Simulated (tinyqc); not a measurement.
Berg model of reactive sputtering of a nitride or oxide: poisoning, hysteresis and pumping speed. Inputs raised by 5 %, one at a time. Computed by tinyqc, a small Python program. Command: `OMP_NUM_THREADS=1 python tinyqc.py 3025624 3025625 out.jsonl berg sens`. One thread of a shared host (Intel(R) Xeon(R) Processor @ 2.30GHz), about 0.05 s of CPU time with the checks.

A diatomic gas reacts with bare metal on the target and on the collecting surfaces; ions remove metal and compound from the target. theta_t and theta_c are the compound fractions.

Inputs (values chosen for the exercise, close to those used for aluminium oxide):

| quantity | value | unit |
|---|---|---|
| ion current density J | 50 | mA/cm^2 |
| target area A_t | 88 | cm^2 |
| collecting area A_c | 3900 | cm^2 |
| metal yield Y_m | 0.92 | - |
| compound yield Y_c | 0.041 | - |
| sticking coefficient alpha | 0.48 | - |
| reactive atoms per metal atom z | 1.5 | - |
| gas mass M | 32 | u |
| pumping speed S | 190 | l/s |
| gas temperature T | 300 | K |
| reactive partial pressure P | 0.0085 | Pa |

Constants: e = 1.602176634e-19 C; u = 1.6605390666e-27 kg; k_B = 1.380649e-23 J/K.

Method:
- Ion flux j = J/e; gas flux F = P/sqrt(2 pi M k_B T). Target: (2/z) alpha F (1 - theta_t) = j Y_c theta_t. Sputtered flows F_c = j Y_c theta_t A_t, F_m = j Y_m (1 - theta_t) A_t. Collector: (2/z) alpha F (1 - theta_c) A_c + F_c (1 - theta_c) = F_m theta_c. Gas use Q = alpha F [(1 - theta_t) A_t + (1 - theta_c) A_c] + P S/(k_B T); 1 sccm = 4.4780e17 molecules/s. Rate R = F_m + F_c, given relative to j Y_m A_t.
- P is a single-valued function of the flow Q only if dQ/dP > 0 everywhere: S must exceed k_B T times the steepest fall of the surface terms with P.
- Turning points solve dQ/dP = 0; a jump keeps Q fixed; the width of the loop is the difference of the two turning flows.

Runs:

| input moved | from | to | critical pumping speed (l/s) | total flow Q (sccm) | width of the loop (sccm) | pressure of the steepest fall (Pa) |
|---|---|---|---|---|---|---|
| base run | - | - | 928.74 | 18.098 | 6.5429 | 0.010573 |
| ion current density J (mA/cm^2) | 50 | 52.5 | 928.74 | 19.149 | 6.8701 | 0.011101 |
| target area A_t (cm^2) | 88 | 92.4 | 944.30 | 18.809 | 6.8424 | 0.010814 |
| collecting area A_c (cm^2) | 3900 | 4095 | 958.83 | 18.237 | 6.7667 | 0.010337 |
| metal yield Y_m | 0.92 | 0.966 | 949.02 | 18.765 | 6.8887 | 0.010795 |
| sticking coefficient alpha | 0.48 | 0.504 | 975.17 | 17.899 | 6.7396 | 0.010069 |
| pumping speed S (l/s) | 190 | 199.5 | 928.74 | 18.141 | 6.3434 | 0.010573 |
| reactive partial pressure P (Pa) | 0.0085 | 0.008925 | 928.74 | 17.943 | 6.5429 | 0.010573 |

Exponents ln(y'/y) / ln(x'/x):

| input | critical pumping speed | total flow Q | width of the loop | pressure of the steepest fall |
|---|---|---|---|---|
| ion current density J | 0.000 | 1.157 | 1.000 | 1.000 |
| target area A_t | 0.341 | 0.790 | 0.917 | 0.462 |
| collecting area A_c | 0.654 | 0.157 | 0.689 | -0.462 |
| metal yield Y_m | 0.443 | 0.743 | 1.056 | 0.427 |
| sticking coefficient alpha | 1.000 | -0.226 | 0.607 | -1.000 |
| pumping speed S | 0.000 | 0.049 | -0.635 | 0.000 |
| reactive partial pressure P | 0.000 | -0.176 | 0.000 | 0.000 |

Which inputs matter most for each result?

Among the inputs moved here: critical pumping speed answers most in size to sticking coefficient alpha (exponent +1.000), next to collecting area A_c (+0.654); its exponent is below 0.0005 for ion current density J, pumping speed S, reactive partial pressure P. Its exponent 0.000 in ion current density J: pressures and flows both scale with the current. Its exponent +1.000 in sticking coefficient alpha: surface pumping is proportional to alpha. Total flow Q answers most in size to ion current density J (exponent +1.157), next to target area A_t (+0.790). Width of the loop answers most in size to metal yield Y_m (exponent +1.056), next to ion current density J (+1.000); its exponent is below 0.0005 for reactive partial pressure P. pressure of the steepest fall answers most in size to ion current density J (exponent +1.000), and about equally to sticking coefficient alpha (-1.000); its exponent is below 0.0005 for pumping speed S, reactive partial pressure P. Its exponent +1.000 in ion current density J: only the ratio of gas flux to ion flux matters. Its exponent -1.000 in sticking coefficient alpha: only alpha F enters the coverages.

Caution (all rows): here dQ/dP is negative, a branch that flow control cannot hold.
